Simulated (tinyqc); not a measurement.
Comparisons within one model: free-carrier optics of a doped semiconductor (Drude model with one polar phonon). A value that a table varies takes the place of the one given here.

eps(E) = ei [1 - Ep^2/(E^2 + i E Gam)] + (es - ei) wT^2/(wT^2 - E^2 - i E gT), with Ep^2 = 8 pi c (e^2/(4 pi eps0)) N/(m ei), c = hbar^2/2m0, N in 1/angstrom^3 (1e-24 per 1/cm^3); Gam = hbar/tau, tau = mu m m0/e with m0/e = 5.685630e-12 kg/C and mu in m^2/(V s). Energies in meV.

n + i k = sqrt(eps1 + i eps2) with k >= 0; R = ((n - 1)^2 + k^2)/((n + 1)^2 + k^2) at normal incidence from vacuum; alpha = 2 E k/(hbar c), times 1e8 for 1/cm; loss function Im(-1/eps) = eps2/(eps1^2 + eps2^2).

Constants: hbar^2/2m0 = 3.80998211 eV angstrom^2; e^2/(4 pi eps0) = 14.39964547 eV angstrom; hbar = 6.58211957e-16 eV s; hbar c = 1973.269805 eV angstrom.

Inputs chosen for the exercise (mass and dielectric values near those of InAs; N and mu are free inputs; interband absorption and the rise of the mass with filling are left out; the results hold for these values, not for the real material):

| symbol | value | unit | meaning |
|---|---|---|---|
| m | 0.0273 | m0 | conductivity mass |
| ei | 12.49 |  | high-frequency dielectric constant |
| wT | 27.4 | meV | TO phonon |
| es | 15.15 |  | static dielectric constant |
| N | 4.1e+16 | 1/cm^3 | carrier density |
| mu | 8600 | cm^2/(V s) | mobility |
| gT | 0.8 | meV | phonon damping |
| E | 33.6 | meV | photon energy |

## The coupled modes against doping

L-, L+ solve E^4 - (wL^2 + Ep^2) E^2 + Ep^2 wT^2 = 0, wL = wT sqrt(es/ei); damping left out; energies in meV.

Modes:

| N (1/cm^3) | Ep | L- | L+ | Ep sqrt(ei/es) |
|---|---|---|---|---|
| 7.0e+15 | 5.32 | 4.82 | 30.26 | 4.83 |
| 2.0e+16 | 8.99 | 8.10 | 30.43 | 8.17 |
| 7.0e+16 | 16.82 | 14.76 | 31.24 | 15.28 |
| 1.0e+17 | 20.11 | 17.28 | 31.88 | 18.26 |
| 2.0e+17 | 28.44 | 22.28 | 34.97 | 25.82 |
| 5.0e+17 | 44.97 | 25.91 | 47.55 | 40.83 |
| 9.0e+17 | 60.33 | 26.68 | 61.95 | 54.78 |
| 2.0e+18 | 89.93 | 27.11 | 90.90 | 81.66 |
| 7.0e+18 | 168.25 | 27.32 | 168.73 | 152.76 |

wL = 30.18 meV

At low density L- follows Ep sqrt(ei/es) (4.82 against 4.83), a plasmon screened by the lattice, and L+ starts at wL. At the highest density L- has come within 0.08 meV of wT, since the carriers screen the field that lifts wL, and L+ is within 0.49 meV of Ep. The branches are closest, 12.69 meV, at 2e+17 1/cm^3 of those listed. The mass is held fixed, while in a real band it rises with filling.

## Reflectance across the plasma edge

Spectrum:

| E (meV) | eps1 | eps2 | R | alpha (1/cm) |
|---|---|---|---|---|
| 1.3 | -64.48 | 302.06 | 0.867 | 1.80e+03 |
| 3.9 | -37.19 | 66.25 | 0.795 | 2.97e+03 |
| 6.4 | -16.42 | 24.46 | 0.713 | 3.11e+03 |
| 9.0 | -4.19 | 10.80 | 0.532 | 2.56e+03 |
| 10.9 | 1.18 | 6.59 | 0.319 | 1.83e+03 |
| 12.9 | 5.05 | 4.21 | 0.222 | 1.14e+03 |
| 14.2 | 6.96 | 3.26 | 0.232 | 866 |
| 16.1 | 9.25 | 2.34 | 0.265 | 624 |
| 19.3 | 12.54 | 1.55 | 0.315 | 427 |
| 25.8 | 31.65 | 5.95 | 0.492 | 1.38e+03 |
| 38.6 | 8.43 | 0.29 | 0.238 | 194 |
| 64.4 | 11.41 | 0.05 | 0.295 | 45.3 |

Ep = 12.9 meV and Gam = 4.9 meV. R is 0.867 at the lowest energy and lowest, 0.222, at 12.9 meV of those listed; without damping and phonon it would vanish at Ep sqrt(ei/(ei - 1)) = 13.4 meV. At the highest energy R is 0.295, against 0.312 for ei alone. Between the last two rows alpha goes as E^-2.84, where the Drude limit far above Ep and Gam is E^-2; Gam and the phonon term both still act in these rows. The phonon adds its own band of high reflectance between wT = 27.4 meV and about wL = 30.2 meV, which the rows may miss.

## What moves the optical constants

At the energy E. Each row changes one parameter from the base and keeps the others.

Results:

| case | Ep (meV) | Gam (meV) | R | alpha (1/cm) |
|---|---|---|---|---|
| base | 12.88 | 4.93 | 0.1619 | 464 |
| N = 6.15e+16 1/cm^3 | 15.77 | 4.93 | 0.1345 | 612 |
| m = 0.0328 m0 | 11.75 | 4.10 | 0.1701 | 396 |
| mu = 5160 cm^2/(V s) | 12.88 | 8.22 | 0.1649 | 577 |
| ei = 13.11 | 12.57 | 4.93 | 0.2118 | 347 |
| E = 40.3 meV | 12.88 | 4.93 | 0.2491 | 162 |

The largest shifts from the base row, up to three for each result and ties (the steps differ in size, so this ranks the rows, not the parameters). Ep (meV): N +2.89, m -1.13, ei -0.31; unchanged at the printed digits by mu and E. Gam (meV): mu +3.29, m -0.83; unchanged at the printed digits by N, ei and E. R: E +0.0872, ei +0.0500, N -0.0274. alpha (1/cm): E -302, N +148, ei -118.

Run: tinyqc, `OMP_NUM_THREADS=1 python tinyqc.py 1681631 1681632 out.jsonl`; Intel(R) Xeon(R) Processor @ 2.30GHz, one thread, shared host; about 0.01 s of CPU time with all checks.
